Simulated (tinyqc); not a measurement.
What moves lifetime and leakage: Shockley-Read-Hall recombination through one deep level.

One level at Et with degeneracy 1: tn = 1/(sn vth Nt), tp = 1/(sp_ vth Nt), n1 = Nc exp((Et - Eg)/kT), p1 = Nv exp(-Et/kT), ni^2 = n1 p1. Equilibrium p0 = Nm, n0 = ni^2/Nm; n = n0 + dn, p = p0 + dn. U = (n p - ni^2)/(tp (n + n1) + tn (p + p1)), lifetime dn/U; emission rates en = sn vth n1, ep = sp_ vth p1.

Constants: kB = 8.617333262e-05 eV/K.

Inputs chosen for the exercise (gap and densities of states near those of InP at this temperature; the results hold for these values, not for the real material):

| symbol | value | unit | meaning |
|---|---|---|---|
| Eg | 1.345 | eV | gap |
| Nc | 5.86e+17 | 1/cm^3 | conduction-band density of states |
| Nv | 1.23e+19 | 1/cm^3 | valence-band density of states |
| T | 300 | K |  |
| Et | 0.823 | eV | recombination level above Ev |
| Nt | 3.4e+14 | 1/cm^3 | defects |
| sn | 1.8e-15 | cm^2 | electron capture cross-section |
| sp_ | 1.6e-16 | cm^2 | hole capture cross-section |
| vth | 18000000 | cm/s | thermal velocity, both carriers |
| Nm | 3.4e+15 | 1/cm^3 | equilibrium holes for the lifetime steps |
| dn | 2.9e+13 | 1/cm^3 | excess pairs |

G = Nt en ep/(en + ep).

Results for these values:

| case | lifetime (microsecond) | G (1/(cm^3 s)) |
|---|---|---|
| base | 0.09941 | 1.80e+11 |

What happens to each result for Nm = 1.02e+16 1/cm^3, all else kept?

Answer: lifetime falls from 0.09941 to 0.09367; G does not change at the printed digits.

The same for each parameter in turn:

| case | lifetime (microsecond) | G (1/(cm^3 s)) |
|---|---|---|
| base | 0.09941 | 1.80e+11 |
| Et = 0.863 eV | 0.09942 | 3.83e+10 |
| sn = 3.6e-15 cm^2 | 0.05403 | 1.80e+11 |
| sp_ = 3.2e-16 cm^2 | 0.09510 | 3.60e+11 |
| Nt = 1.7e+14 1/cm^3 | 0.1988 | 8.99e+10 |
| Nm = 1.02e+16 1/cm^3 | 0.09367 | 1.80e+11 |
| dn = 8.7e+13 1/cm^3 | 0.1163 | 1.80e+11 |

Program tinyqc; command `OMP_NUM_THREADS=1 python tinyqc.py 1650616 1650617 out.jsonl`; about 0.01 s on one thread of a shared Intel(R) Xeon(R) Processor @ 2.30GHz.
